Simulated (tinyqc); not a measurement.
Undoped symmetric double-gate MOSFET, analytic potential model: effect of the temperature.

An undoped body of thickness ts between two equal insulators and tied gates; long channel, electrons only, n = ni exp((psi - V)/Vt) with V the quasi-Fermi potential (0 at the source, Vd at the drain), constant mobility, no quantisation. Across the body psi(x) = V - 2 Vt ln[(ts/(2 beta)) sqrt(q ni/(2 eps0 eps_r Vt)) cos(2 beta x/ts)], x from the centre. Q is the electron charge per area of the whole body.

Nc and Nv are given at 350 K and scale as (T/350 K)^1.5; Eg and mu are held fixed. ni = sqrt(Nc Nv) exp(-Eg/(2 Vt)), Eg in volts; r = eps_r tox/(eox ts); V0 = dphi + 2 Vt ln[(2/ts) sqrt(2 eps0 eps_r Vt/(q ni))]. beta (between 0 and pi/2) solves (Vg - V0 - V)/(2 Vt) = ln(beta) - ln(cos beta) + 2 r beta tan(beta). Q = 8 eps0 eps_r Vt beta tan(beta)/ts; I = mu (1/L)(4 eps0 eps_r/ts)(2 Vt)^2 [g(beta_s) - g(beta_d)] per width, g = beta tan(beta) - beta^2/2 + r beta^2 tan^2(beta), with beta_s at V = 0 and beta_d at V = Vd.  I(low) is taken at Vg = -0.1 V, Qs and I(high) at Vg = 0.65 V.

Inputs (values chosen for the exercise); material values close to those of germanium: band gap Eg = 0.65 eV; relative permittivity of the semiconductor eps_r = 15.9; conduction-band density of states at the reference temperature Nc = 1.32e19 cm^-3; valence-band density of states at the reference temperature Nv = 7.65e18 cm^-3; relative permittivity of the gate insulator eox = 26.1; insulator thickness tox = 7.1 nm; body thickness ts = 10 nm; gate work function less that of the intrinsic body dphi = -0.13 V; channel mobility mu = 150 cm^2/(V s); gate length L = 0.2 um; drain voltage Vd = 0.8 V.

Constants: q = 1.602176634e-19 C, kB = 1.380649e-23 J/K, Vt = kB T/q, eps0 = 8.8541878128e-14 F/cm where lengths are in cm. Results are converted to the units shown.

Effect of the temperature:

| T (K) | V0 (V) | I(low) (nA/um) | Qs(high) (nC/cm^2) | I(high) (uA/um) |
|---|---|---|---|---|
| 220 | 0.16990 | 0.0019922 | 2514.7 | 429.43 |
| 250 | 0.16510 | 0.017745 | 2499.7 | 432.67 |
| 280 | 0.16015 | 0.10216 | 2489.3 | 437.18 |
| 310 | 0.15506 | 0.43014 | 2483.0 | 442.78 |
| 340 | 0.14984 | 1.4355 | 2480.1 | 449.36 |
| 370 | 0.14450 | 4.0107 | 2480.3 | 456.80 |
| 400 | 0.13907 | 9.7492 | 2483.3 | 465.04 |
| 430 | 0.13353 | 21.201 | 2488.6 | 473.99 |

What does the table show?

As T goes from 220 to 430 K, I(low) rises from 0.00199 to 21.2 nA/um and I(high) rises from 429 to 474 uA/um. V0 falls from 0.170 to 0.134 V. In every row the surface density at the source at the higher gate voltage passes 0.3 Nc, where Boltzmann statistics fail. In every row mu V/L at the higher gate voltage, with V the smaller of Vd and Vg - V0, passes 3e6 cm/s, so velocity saturation would lower the current. In every row the mobility is held fixed, though a real one changes with T.

Numbers from tinyqc (`OMP_NUM_THREADS=1 python tinyqc.py 2440060 2440061 out.jsonl`; about 0.01 s on one thread of a shared Intel Xeon 2.30GHz).
